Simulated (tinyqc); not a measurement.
Self-heating of a transistor with one or more fingers, with temperature-dependent conductivity: one step, computed by the program tinyqc. Command: `OMP_NUM_THREADS=1 python tinyqc.py 3003161 3003162 out.jsonl selfheat walk`. One thread of a shared host (Intel(R) Xeon(R) Processor @ 2.30GHz), about 0.05 s of CPU time with the checks.

N long parallel fingers lie on the top face of a slab whose bottom is held at T_0; the top is otherwise insulated, and heat flows in two dimensions. P in W/mm is 1000 P in W/m.

Question. Linear temperature rise of each finger. theta_i = (P/(pi kappa_0)) [g_0 + sum over j != i of g(|i - j| s)], with equal powers and constant conductivity; thermal resistance = largest theta/P.

Inputs (values chosen for the exercise, modelled on germanium): conductivity at the base temperature kappa_0 = 49.9 W/(m K); power per gate width P = 0.33 W/mm; fingers N = 4; width of the heat source w = 0.14 micrometre; phonon free path Lambda = 110 nm.

Power: fixed power.

own factor g_0 = 8.331641

g(j s), j = 1..7: [1.362665, 0.732985, 0.421908, 0.247546, 0.146158, 0.086482, 0.051210]

Give: theta of each finger; largest theta; thermal resistance.

Answer.

theta of each finger (K): [22.838, 24.819, 24.819, 22.838]

largest theta = 24.819 K

thermal resistance = 75.208 K mm/W

The neighbours supply 29 % of the rise of the hottest finger, which runs 2.0 K above the outer ones. Caution: the source is narrower than two phonon free paths, so the Fourier result understates the rise at the source.
